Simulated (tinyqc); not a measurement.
Three programmes: liquidus of a compound AB in a simple-solution melt, liquid-phase epitaxy and vapour pressures. Computed by tinyqc, a small Python program. Command: `OMP_NUM_THREADS=1 python tinyqc.py 3017079 3017080 out.jsonl liq35 walk`. One thread of a shared host (Intel(R) Xeon(R) Processor @ 2.30GHz), about 0.04 s of CPU time with the checks.

x is the atom fraction of B in the melt. The melt is a simple solution: R T ln gamma_B = W (1 - x)^2, R T ln gamma_A = W x^2, W = a + b T. The solid AB is stoichiometric.

Inputs (values chosen for the exercise, modelled on InAs for the melt): melting point T_F = 1215 K; entropy of fusion S_F = 59.4 J/(mol K); interaction a = 16.6 kJ/mol; interaction slope b = -41.9 J/(mol K); saturation temperature T = 955 K; step dT = 7.8 K; cooling rate c = 0.27 K/min; diffusivity in the melt D = 5.7e-05 cm^2/s; molar volume of the melt V_L = 16.9 cm^3/mol; lattice constant a0 = 6.058 angstrom; melt depth w = 7.6 mm.

Constants: R = 8.314462618 J/(mol K); N_A = 6.02214076e+23 1/mol; k_B = 8.617333262e-05 eV/K.

Method:
- Liquidus (Vieland): f(x) = R T ln[4 x (1 - x)] + 2 W (1/2 - x)^2 + S_F (T_F - T) = 0.
- Newton steps with f' = (1 - 2x)[R T/(x (1 - x)) - 2 W], from the dilute estimate x = (1/4) exp[-(S_F (T_F - T) + W/2)/(R T)]; stop below 1e-13; f under 1e-6 shown as 0.
- dx/dT = -(df/dT)/f', df/dT = R ln[4 x (1 - x)] + 2 b (1/2 - x)^2 - S_F, f' = (1 - 2x)[R T/(x (1 - x)) - 2 W]. Concentrations: C_L = x N_A/V_L in the melt, C_S = 4/a0^3 in the solid; m = dT/dC_L.
- Semi-infinite melt (Hsieh): step d = 2 dT sqrt(D t/pi)/(C_S m); ramp d = (4/3) c sqrt(D/pi) t^(3/2)/(C_S m); supercooling is their sum. A melt of depth w can give at most w (undercooling)/(C_S m).

C_S = 1.79917e+22 1/cm^3

slope m = 3.69307e-20 K cm^3

dx/dT = 7.59885e-04 1/K

solubility x = 0.101498

Thickness (micrometre):
```
t (min)    step        ramp  supercooling  sqrt(D t) (mm)
0.2       3.464  1.5989e-02         3.480          0.2615
0.5       5.478  6.3203e-02         5.541          0.4135
1.0       7.746  1.7876e-01         7.925          0.5848
2.0      10.955  5.0562e-01        11.461          0.8270
5.0      17.322  1.9986e+00        19.320          1.3077
10.0     24.496  5.6530e+00        30.149          1.8493
20.0     34.643  1.5989e+01        50.632          2.6153
```

What does the comparison show, and why?

Step cooling goes as t^(1/2), ramp cooling as t^(3/2); they are equal at t = 3 dT/(2 c) = 43.3 min. The local exponent of their sum runs from 0.51 to 0.75. Rows with sqrt(D t) above about half the depth of 7.6 mm are overestimates.
